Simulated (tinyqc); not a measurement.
Length of a molecular wire: coherent transport through a tight-binding bridge. Computed by the program tinyqc. Command: `OMP_NUM_THREADS=1 python tinyqc.py 113680 113681 out.jsonl`; one thread of a shared host (Intel(R) Xeon(R) Processor @ 2.60GHz), about 1 s.

A uniform bridge between two chains:
```
parameter                        value
site energy (eV)              0.570000
hopping in the bridge (eV)    0.900000
lead hopping (eV)             1.540000
couplings (eV)              0.46, 0.77
E (eV)                        0.180000
```

T = Gamma_L Gamma_R |G_1n|^2 with the self-energies of semi-infinite chains.

Transmission against length:
```
sites           T     ln T
2      3.2116e-01  -1.1358
3      2.8126e-01  -1.2685
4      5.6509e-01  -0.5708
5      2.1910e-01  -1.5182
6      7.7785e-01  -0.2512
7      2.2560e-01  -1.4890
8      4.9798e-01  -0.6972
9      3.0724e-01  -1.1801
10     2.9240e-01  -1.2296
```

E lies inside the band of the bridge (|E - e|/2h = 0.217 < 1): T does not decay but oscillates with length, between 0.219 and 0.778 here, as levels of the bridge pass E.
